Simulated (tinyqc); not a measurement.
Inside a calculation. Model: surface potential of a MOS transistor: implicit equation and explicit approximations.

Numbers from tinyqc (`OMP_NUM_THREADS=1 python tinyqc.py 2122085 2122086 out.jsonl`; about 0.01 s on one thread of a shared Intel Xeon 2.30GHz). Printed values are rounded.

p-type body, charge-sheet picture, depletion and inversion only, full ionisation (an idealisation for deep acceptors), Boltzmann statistics (rough once Na exp(x - xn) passes about Nc/7). In units of Vt: xg = (Vg - Vfb)/Vt, x = psi/Vt, G = gamma/sqrt(Vt), xn = (2 phiF + Vc)/Vt. The implicit equation is (xg - x)^2 = G^2 [x - 1 + exp(x - xn)] for x above about 3. Cox = eps0 eox/tox.

Parameters, values chosen for the exercise; band and dielectric values close to those of germanium: temperature T = 300 K; band gap Eg = 0.668 eV; relative permittivity eps_r = 15.9; conduction-band density of states at T Nc = 1.03e19 cm^-3; valence-band density of states at T Nv = 5.91e18 cm^-3; relative permittivity of the gate insulator (close to zirconium oxide) eox = 24.8; insulator thickness tox = 20 nm; acceptor density Na = 2.6e17 cm^-3; flat-band voltage Vfb = -0.66 V; channel-body voltage Vc = 0 V; gate-body voltage Vg = 0.26 V.

Constants: q = 1.602176634e-19 C, kB = 1.380649e-23 J/K, Vt = kB T/q, eps0 = 8.8541878128e-14 F/cm where lengths are in cm. Results are converted to the units shown.

Range of the model: The electron quasi-Fermi level lies less than 2 Vt below the band edge at the surface, or above it, where degeneracy and confinement, left out, matter.

## Scales

ni = sqrt(Nc Nv) exp(-Eg/(2 Vt)), Eg in volts; phiF = Vt ln(Na/ni); gamma = sqrt(2 q eps0 eps_r Na)/Cox; VT = Vfb + Vt (xn + G sqrt(xn - 1)).

phiF = 0.246065 V
gamma = 0.311932 V^0.5
G = 1.94005
xn = 19.0365
VT = 0.0451317 V
xg = 35.5872

## Explicit approximation

Depletion value a = 1 + [sqrt(G^2/4 + xg - 1) - G/2]^2; inversion value b = xn + ln[(xg - xn)^2/G^2 - xn + 1] and first guess y = min(a, b) - ln(1 + exp(-|a - b|)) if a > xn + 1, else b = y = a; one second-order correction with D = exp(y - xn), p = 2 (xg - y) + G^2 (1 + D), w = (xg - y)^2 - G^2 (y - 1 + D): z = y + 2 w/(p + sqrt(p^2 - 2 (2 - G^2 D) w)), or the Newton step z = y + w/p where the root is not real.

a = 25.9053
b = 23.0391
y = 22.9838
p = 223.917
w = -118.842
z = 22.1623

The root of the implicit equation is x = 22.2843; y misses it by 0.70 and z by -0.12, in units of Vt.

## Starting value

x = a rounded to two decimals.

x at the start = 25.91

## Iteration 1: new x

D = exp(x - xn), f = (xg - x)^2 - G^2 (x - 1 + D), f' = -2 (xg - x) - G^2 (1 + D), x(new) = x - f/f'.

D = 966.367
f = -3637.30
f' = -3660.31
x after iteration 1 = 24.9163

## Iteration 2: new x

As before.

D = 357.748
f = -1322.63
f' = -1371.59
x after iteration 2 = 23.9520

## Iteration 3: new x

As before.

D = 136.391
f = -464.354
f' = -540.380
x after iteration 3 = 23.0927

## Course of the iteration

Stop when the step is below 1e-11, or after 60 iterations.

Course of the iteration:
```
iteration  x before the step      step
1                      25.91    -0.994
2                    24.9163    -0.964
3                    23.9520    -0.859
4                    23.0927    -0.587
5                    22.5059    -0.204
6                    22.3023   -0.0179
7                    22.2844  -1.20e-4
8                    22.2843  -5.41e-9
9                    22.2843         0
```

Converged in 9 iterations.

## Potential, charges and gate control

converged x = 22.2843

psi = Vt x; N_dep = Cox Vt G sqrt(x - 1)/q; N_inv = (Cox Vt G/q) [sqrt(x - 1 + exp(x - xn)) - sqrt(x - 1)]; dpsi/dVg = 1/[1 + G^2 (1 + exp(x - xn))/(2 (xg - x))].

psi = 0.576093 V
N_dep = 1.58561e12 cm^-2
N_inv = 7.7107e11 cm^-2
dpsi/dVg = 0.209120

psi lies 3.2 Vt above 2 phiF + Vc.
